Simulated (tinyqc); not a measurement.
Inside a calculation. Model: MOS capacitor on a p-type substrate, surface potential from the exact charge relation.

Program tinyqc, `OMP_NUM_THREADS=1 python tinyqc.py 2060049 2060050 out.jsonl`; Intel Xeon 2.30GHz, shared host, one thread, about 0.01 s. Printed values are rounded.

Uniform p-type substrate, Boltzmann statistics, full ionisation, classical densities. psi is the surface potential against the body (positive when the bands bend down) and u = psi/Vt. Traps are spread evenly over the gap and neutral at flat band, so their charge is -q Dit psi; the minority quasi-Fermi level is shifted by Vb.

Values chosen for this exercise; band and dielectric values those of a made-up semiconductor:
- T = 273 K (temperature)
- Eg = 0.84 eV (band gap)
- eps_r = 16.2 (relative permittivity)
- Nc = 8.68e18 cm^-3 (conduction-band density of states at T)
- Nv = 6.12e18 cm^-3 (valence-band density of states at T)
- chi = 4.96 eV (electron affinity)
- N = 2.9e16 cm^-3 (acceptor density of the substrate)
- eox = 22.4 (relative permittivity of the gate insulator (close to hafnium oxide))
- tox = 48 nm (insulator thickness)
- phiM = 5.25 eV (gate work function)
- Nf = 0 cm^-2 (fixed charge at the interface, in units of q)
- Dit = 0 cm^-2 eV^-1 (density of interface traps)
- Vb = 1.5 V (reverse bias of the inversion layer against the body)
- Vg = 2.16 V (gate voltage against the body)

Constants: q = 1.602176634e-19 C, kB = 1.380649e-23 J/K, Vt = kB T/q, eps0 = 8.8541878128e-14 F/cm where lengths are in cm. Results are converted to the units shown.

## Flat band, threshold and scales

ni = sqrt(Nc Nv) exp(-Eg/(2 Vt)), Eg in volts; phiF = Vt ln(N/ni); Cox = eps0 eox/tox; Vfb = phiM - chi - (Eg - Vt ln(Nv/N)) - q Nf/Cox; Q0 = sqrt(2 eps0 eps_r q N Vt); r = (ni/N)^2 exp(-Vb/Vt); VT = Vfb + [(2 phiF + Vb)(1 + q Dit/Cox) + sqrt(2 eps0 eps_r q N (2 phiF + Vb))/Cox].

ni = 1.28567e11 cm^-3
phiF = 0.289981 V
Cox = 0.413195 uF/cm^2
Vfb = -0.424092 V
Q0 = 17.7080 nC/cm^2
r = 4.00292e-39
VT = 2.05884 V

## Starting value

psi = Vg - Vfb, limited to the range from -4 Vt to +(2 phiF + Vb + 4 Vt).

psi at the start = 2.17406 V

## Iteration 1: Newton step for the surface potential

u = psi/Vt; F^2 = exp(-u) + u - 1 + r (exp(u) - u - 1); Qs = -sign(u) Q0 F; Cs = -dQs/dpsi = (Q0/Vt) |1 - exp(-u) + r (exp(u) - 1)|/(2 F). f = Vfb + psi + (q Dit psi - Qs)/Cox - Vg, f' = 1 + (Cs + q Dit)/Cox, psi(new) = psi - f/f'.

u = 92.4138
F = 12.0835
Qs = -213.975 nC/cm^2
Cs = 1.73169 uF/cm^2
f = 0.107826 V
f' = 5.19096
psi after iteration 1 = 2.15329 V

## Iteration 2: Newton step for the surface potential

As before.

u = 91.5308
F = 10.6353
Qs = -188.330 nC/cm^2
Cs = 0.834422 uF/cm^2
f = 0.0249897 V
f' = 3.01944
psi after iteration 2 = 2.14502 V

## Course of the Newton iteration

Stop when the step is below 1e-10 V, or after 60 iterations.

Course of the iteration:
```
iteration  psi before the step (V)    f (V)   step (V)
1                          2.17406    0.108    -0.0208
2                          2.15329   0.0250   -8.28e-3
3                          2.14502  2.28e-3   -9.16e-4
4                          2.14410  2.27e-5   -9.28e-6
5                          2.14409  2.28e-9  -9.32e-10
6                          2.14409        0          0
```

Converged in 6 iterations.

## Charges, field and capacitances at the solution

converged psi = 2.14409 V

u = psi/Vt; F^2 = exp(-u) + u - 1 + r (exp(u) - u - 1); Qs = -sign(u) Q0 F; Cs = -dQs/dpsi = (Q0/Vt) |1 - exp(-u) + r (exp(u) - 1)|/(2 F). Low frequency: 1/C_LF = 1/Cox + 1/(Cs + q Dit). High frequency, in the simple estimate in which traps and minority carriers do not follow: 1/C_HF = 1/Cox + 1/Cd, Cd being Cs with r = 0 at the same psi. Minority sheet density N_inv = (Q0/(2 q)) int_0^u r (exp(t) - 1)/F(t) dt for u > 0. Oxide field |Qs - q Dit psi + q Nf|/(eps0 eox).

Qs = -181.807 nC/cm^2
N_inv = 8.58791e10 cm^-2
oxide field = 0.0916670 MV/cm
Cs = 0.596425 uF/cm^2
C_LF/Cox = 0.590742
C_HF/Cox = 0.0875395

The surface is in strong inversion (borders at |psi| = 0, phiF + Vb and 2 phiF + Vb = 2.08 V). Minority carriers make up 7.57 % of Qs.
